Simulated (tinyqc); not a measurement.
What moves the results: Shockley-Read-Hall recombination through one deep level. A value that a table varies takes the place of the one given here.

One level at Et with degeneracy 1: tn = 1/(sn vth Nt), tp = 1/(sp_ vth Nt), n1 = Nc exp((Et - Eg)/kT), p1 = Nv exp(-Et/kT), ni^2 = n1 p1. Equilibrium n0 = Nm, p0 = ni^2/Nm; n = n0 + dn, p = p0 + dn. U = (n p - ni^2)/(tp (n + n1) + tn (p + p1)), lifetime dn/U; emission rates en = sn vth n1, ep = sp_ vth p1.

Constants: kB = 8.617333262e-05 eV/K.

Values chosen for the exercise (gap and densities of states near those of Si at this temperature; not measured data):

| symbol | value | unit | meaning |
|---|---|---|---|
| E1 | 0.656 | eV | level (+1/0) above Ev |
| E2 | 0.557 | eV | level (0/-1) above Ev |
| gm | 2 |  | degeneracy of the middle state, the others 1 |
| T | 250 | K |  |
| Eg | 1.136 | eV | gap |
| Nc | 2.15e+19 | 1/cm^3 | conduction-band density of states |
| Nv | 9.09e+18 | 1/cm^3 | valence-band density of states |
| Nd | 9.3e+15 | 1/cm^3 | ionised shallow donors minus acceptors |
| Et | 0.656 | eV | recombination level above Ev |
| Nt | 2.9e+16 | 1/cm^3 | defects |
| sn | 1.1e-16 | cm^2 | electron capture cross-section |
| sp_ | 4.5e-14 | cm^2 | hole capture cross-section |
| vth | 15000000 | cm/s | thermal velocity, both carriers |
| Nm | 2.9e+17 | 1/cm^3 | equilibrium electrons for the lifetime steps |
| dn | 8.3e+16 | 1/cm^3 | excess pairs |

## Charge state against the Fermi level (deep level with several charge states)

Energies from Ev. The defect has charge states +1, 0, -1 with weights 1, gm exp((EF - E1)/kT), exp((2 EF - E1 - E2)/kT); the shares are the weights over their sum. Boltzmann carriers: n = Nc exp((EF - Eg)/kT), p = Nv exp(-EF/kT). Neutrality: p - n + Nd + Nt <q> = 0.

Shares:

| EF (eV) | +1 | 0 | -1 | <q> |
|---|---|---|---|---|
| 0.068 | 1.000 | 0.000 | 0.000 | 1.000 |
| 0.159 | 1.000 | 0.000 | 0.000 | 1.000 |
| 0.250 | 1.000 | 0.000 | 0.000 | 1.000 |
| 0.341 | 1.000 | 0.000 | 0.000 | 1.000 |
| 0.432 | 1.000 | 0.000 | 0.000 | 1.000 |
| 0.523 | 0.995 | 0.004 | 0.000 | 0.995 |
| 0.613 | 0.323 | 0.088 | 0.590 | -0.267 |
| 0.704 | 0.000 | 0.002 | 0.998 | -0.998 |
| 0.795 | 0.000 | 0.000 | 1.000 | -1.000 |
| 0.886 | 0.000 | 0.000 | 1.000 | -1.000 |
| 0.977 | 0.000 | 0.000 | 1.000 | -1.000 |
| 1.068 | 0.000 | 0.000 | 1.000 | -1.000 |

E2 lies below E1 (negative U = -0.099 eV), so the charge goes from +1 to -1 near (E1 + E2)/2 = 0.607 eV, two electrons at once; the middle state never exceeds a share of 0.0913.

## Defects against doping (deep level with several charge states)

Nt takes the listed multiples of |Nd|; the resistivity uses mobilities of 1000 (electrons) and 300 (holes) cm^2/(V s), chosen for the exercise, and e = 1.602176634e-19 C.

Neutral state:

| Nt/\|Nd\| | EF (eV) | n (1/cm^3) | p (1/cm^3) | rho (ohm cm) |
|---|---|---|---|---|
| 0.01 | 0.9689 | 9.21e+15 | 0.267 | 0.678 |
| 0.10 | 0.9669 | 8.37e+15 | 0.293 | 0.746 |
| 0.30 | 0.9614 | 6.51e+15 | 0.377 | 0.959 |
| 0.60 | 0.9494 | 3.72e+15 | 0.660 | 1.68 |
| 0.90 | 0.9195 | 9.30e+14 | 2.64 | 6.71 |
| 1.10 | 0.6440 | 2.59e+09 | 9.47e+05 | 2.41e+06 |
| 1.50 | 0.6258 | 1.11e+09 | 2.21e+06 | 5.60e+06 |
| 3.00 | 0.6147 | 6.67e+08 | 3.68e+06 | 9.34e+06 |
| 10.00 | 0.6089 | 5.08e+08 | 4.83e+06 | 1.22e+07 |

EF goes from 0.969 to 0.609 eV and the resistivity from 0.678 to 1.22e+07 ohm cm, with a largest value of 1.22e+07. The largest move of EF, -0.276 eV, comes between Nt/|Nd| = 0.9 and 1.1; the levels lie at 0.656 and 0.557 eV. A defect can take up to one carrier of either sign, so the doping can be cancelled no earlier than Nt = |Nd|, there only if EF lies well beyond the level that takes the carriers and otherwise at larger Nt (mean charge -0.10 in the last row).

## Lifetime against injection

Recombination:

| dn (1/cm^3) | lifetime (microsecond) | U (1/(cm^3 s)) |
|---|---|---|
| 1.0e+11 | 5.109e-05 | 1.96e+21 |
| 1.0e+12 | 5.116e-05 | 1.95e+22 |
| 1.0e+13 | 5.181e-05 | 1.93e+23 |
| 1.0e+14 | 5.829e-05 | 1.72e+24 |
| 1.0e+15 | 0.0001229 | 8.14e+24 |
| 1.0e+16 | 0.0007477 | 1.34e+25 |
| 1.0e+17 | 0.005410 | 1.85e+25 |
| 1.0e+18 | 0.01625 | 6.15e+25 |

The lifetime rises from 5.109e-05 to 0.01625 microsecond; tn + tp = 0.02095. At low injection it is tp (1 + n1/n0) + tn p1/n0 with n1/Nm = 1.6e-08 and p1/Nm = 1.9e-12: re-emission is negligible, so minority capture alone counts. Auger and radiative paths are left out; they cut in at the highest injections, and in a doped direct-gap crystal the radiative one counts at all injections. dn = dp neglects trapped charge, which matters where the traps hold a charge comparable with dn, at low injection and with very unequal cross sections.

## Where a level does most harm

Et takes the values listed; G = Nt en ep/(en + ep) in a depleted region; the lifetime is for dn = 1e11 1/cm^3.

Results:

| Et (eV) | lifetime (microsecond) | G (1/(cm^3 s)) |
|---|---|---|
| 0.068 | 0.0279 | 3.04e+05 |
| 0.159 | 0.000459 | 2.07e+07 |
| 0.250 | 5.71e-05 | 1.42e+09 |
| 0.341 | 5.12e-05 | 9.68e+10 |
| 0.432 | 5.11e-05 | 6.61e+12 |
| 0.523 | 5.11e-05 | 4.52e+14 |
| 0.613 | 5.11e-05 | 2.14e+16 |
| 0.704 | 5.11e-05 | 1.14e+15 |
| 0.795 | 5.11e-05 | 1.67e+13 |
| 0.886 | 5.11e-05 | 2.45e+11 |
| 0.977 | 5.35e-05 | 3.59e+09 |
| 1.068 | 0.000212 | 5.25e+07 |

Generation peaks where en = ep, at Eg/2 + (kT/2) ln(sp_ Nv/(sn Nc)) = 0.624 eV; the largest value listed is at 0.613 eV, and G falls by a decade for each 0.050 eV away from the peak. The lifetime is within a factor 2 of its minimum, 5.11e-05 microsecond, from 0.250 to 0.977 eV: recombination tolerates a wide range of Et, generation a narrow one.

## What moves lifetime and leakage

G = Nt en ep/(en + ep). Each row changes one parameter from the base and keeps the others.

Results:

| case | lifetime (microsecond) | G (1/(cm^3 s)) |
|---|---|---|
| base | 0.004701 | 1.01e+16 |
| Et = 0.696 eV | 0.004701 | 1.66e+15 |
| sn = 2.2e-16 cm^2 | 0.002376 | 1.04e+16 |
| sp_ = 9e-14 cm^2 | 0.004676 | 1.93e+16 |
| Nt = 1.45e+16 1/cm^3 | 0.009403 | 5.06e+15 |
| Nm = 8.7e+17 1/cm^3 | 0.001871 | 1.01e+16 |
| dn = 2.49e+17 1/cm^3 | 0.009706 | 1.01e+16 |

The largest shifts from the base row, up to three for each result and ties (the steps differ in size, so this ranks the rows, not the parameters). lifetime (microsecond): dn +0.00500, Nt +0.00470, Nm -0.00283; unchanged at the printed digits by Et. G (1/(cm^3 s)): sp_ +9.22e+15, Et -8.46e+15, Nt -5.06e+15; unchanged at the printed digits by Nm and dn.

tinyqc: `OMP_NUM_THREADS=1 python tinyqc.py 1650056 1650057 out.jsonl`; about 0.01 s, one thread, shared Intel(R) Xeon(R) Processor @ 2.30GHz.
